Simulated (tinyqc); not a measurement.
# Radius, Mott density and mass from the binding energy

Problem. A donor has the isolated binding energy E0 = cc Ry, Ry = (m0 q^3/(8 eps0^2 h^2)) me/eps_r^2 in eV, radius a = q/(8 pi eps0 eps_r E0) and Mott density (0.26/a)^3. Find a, the Mott density and me.

Parameters, values chosen for the exercise:
- eps_r = 11.7 (relative permittivity)
- cc = 1 (ratio of the true binding energy to the hydrogenic one)

Constants: q = 1.602176634e-19 C, eps0 = 8.8541878128e-12 F/m, h = 6.62607015e-34 J s, m0 = 9.1093837015e-31 kg. Results are converted to the units shown.

E0 = 26.040555 meV

Solution. Each follows directly from E0.

a = 2.36 nm
Mott density = 1.33e18 cm^-3
me = 0.262 m0

tinyqc, about 0.01 s, one thread, Intel Xeon 2.30GHz (shared host): `OMP_NUM_THREADS=1 python tinyqc.py 2330148 2330149 out.jsonl`
